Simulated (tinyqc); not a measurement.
Inside a calculation. Model: resistance of a tapered via with liner, size effect and interface.

Program tinyqc, `OMP_NUM_THREADS=1 python tinyqc.py 2750131 2750132 out.jsonl`; Intel Xeon 2.30GHz, shared host, one thread, about 0.01 s. Printed values are rounded.

A round via whose diameter grows from db at the bottom as D(z) = db + 2 z/tan(ang). The fill, of diameter D - 2 tl, starts above the bottom liner (thickness fb tl) and has rho = rho0 (1 + ks lam/(D - 2 tl)); the sidewall liner conducts in parallel with it. The bottom liner and the interface are crossed over the full area pi db^2/4. Spreading in the lines above and below is left out.

Parameters, values chosen for the exercise; fill metal close to copper:
- db = 26 nm (diameter at the bottom)
- hv = 100 nm (height)
- ang = 87 degrees (sidewall angle)
- rho0 = 1.64 uohm cm (bulk resistivity of the fill)
- lam = 39.5 nm (mean free path of the fill)
- ks = 1.1 (size-effect factor)
- tl = 1.9 nm (liner on the sidewall)
- fb = 0.7 (liner at the bottom over that on the sidewall)
- rl = 410 uohm cm (resistivity of the liner)
- ri = 3.7e-12 ohm cm^2 (interface resistivity at the bottom)
- Sb = 1.1e15 S/m^2 (ballistic conductance per area, about 3/(4 rho0 lam))

## Slices of the via

Slices between z0 = fb tl and hv, evaluated at their midpoints: conductance per length pi/4 [(D - 2 tl)^2/rho + (D^2 - (D - 2 tl)^2)/rl], slice resistance = slice height over that. 8 slices.

```
slice    z (nm)    D (nm)  rho (uohm cm)  slice resistance (ohm)
0      7.496875  26.78579       4.740089                1.403070
1      19.83063  28.07856       4.575018                1.214282
2      32.16437  29.37133       4.426637                1.059444
3      44.49813  30.66410       4.292537               0.9311072
4      56.83187  31.95686       4.170751               0.8237204
5      69.16563  33.24963       4.059657               0.7330862
6      81.49938  34.54240       3.957906               0.6559882
7      93.83312  35.83517       3.864368               0.5899322
```

## Total resistance

R_fill = sum of the slices; R_bottom = rl fb tl/(pi db^2/4); R_interface = ri/(pi db^2/4); ballistic (Sharvin) limit 1/(Sb pi (db - 2 tl)^2/4); ideal cylinder rho0 hv/(pi db^2/4).

parts (ohm): fill 7.410630, bottom liner 10.27067, interface 0.6968915
R = 18.37820 ohm
shares (%): fill 40.32295, bottom liner 55.88510, interface 3.79195
ballistic limit = 2.348613 ohm
ideal cylinder = 3.088924 ohm

The bottom liner is the largest part, and R is 5.95 times the ideal cylinder. With 2000 slices R = 18.385 ohm.
